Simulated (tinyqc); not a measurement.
From results back to parameters: static screening by free carriers. Five cases, with inputs chosen for the exercise.

Problem. At zero temperature the gas shows Friedel oscillations of period pi/kF and a Thomas-Fermi length 1/qTF; n and m are hidden.

kF = (3 pi^2 n/Mv)^(1/3), EF = c kF^2/m with c = hbar^2/2m0, n in 1/angstrom^3 (1e-24 per 1/cm^3), e2 = e^2/(4 pi eps0). Thomas-Fermi: qTF^2 = 6 pi e2 n/(eps EF). Debye: qD^2 = 4 pi e2 n/(eps kB T).

Constants: hbar^2/2m0 = 3.80998211 eV angstrom^2; e^2/(4 pi eps0) = 14.39964547 eV angstrom.

Find: kF; n; m.

Method. kF = pi/period and n = Mv kF^3/(3 pi^2); qTF^2 = 2 e2 Mv m kF/(pi eps c) then gives m.

Case 1.

Values chosen (out of a larger set: near those of GaAs; not measured data): Mv = 1 (valleys); eps = 12.7 (background dielectric constant).

period = 153.418 angstrom
1/qTF = 62.3996 angstrom

Solution.

kF = 0.02048 1/angstrom
n = 2.90e+17 1/cm^3
m = 0.066 m0

Case 2.

Values chosen (out of a larger set: a free-electron density near that of Au; not measured data): Mv = 1 (valleys); eps = 1 (background dielectric constant).

period = 2.63100 angstrom
1/qTF = 0.589971 angstrom

Solution.

kF = 1.194 1/angstrom
n = 5.75e+22 1/cm^3
m = 1.000 m0

Case 3.

Values chosen (out of a larger set: near those of Si; not measured data): Mv = 6 (valleys); eps = 11.7 (background dielectric constant).

period = 113.476 angstrom
1/qTF = 9.55113 angstrom

Solution.

kF = 0.02769 1/angstrom
n = 4.30e+18 1/cm^3
m = 0.321 m0

Case 4.

Values chosen (out of a larger set: a free-electron density near that of Au; not measured data): Mv = 1 (valleys); eps = 1 (background dielectric constant).

period = 2.61891 angstrom
1/qTF = 0.588614 angstrom

Solution.

kF = 1.200 1/angstrom
n = 5.83e+22 1/cm^3
m = 1.000 m0

Case 5.

Values chosen (out of a larger set: near those of GaAs; not measured data): Mv = 1 (valleys); eps = 13.1 (background dielectric constant).

period = 310.447 angstrom
1/qTF = 90.7007 angstrom

Solution.

kF = 0.01012 1/angstrom
n = 3.50e+16 1/cm^3
m = 0.065 m0

Computed by tinyqc, one run a case: `OMP_NUM_THREADS=1 python tinyqc.py N N+1 out.jsonl` with N = 1651283, 1651289, 1651312, 1651352, 1651384; one thread of a shared Intel(R) Xeon(R) Processor @ 2.30GHz, about 0.01 s a run at most.
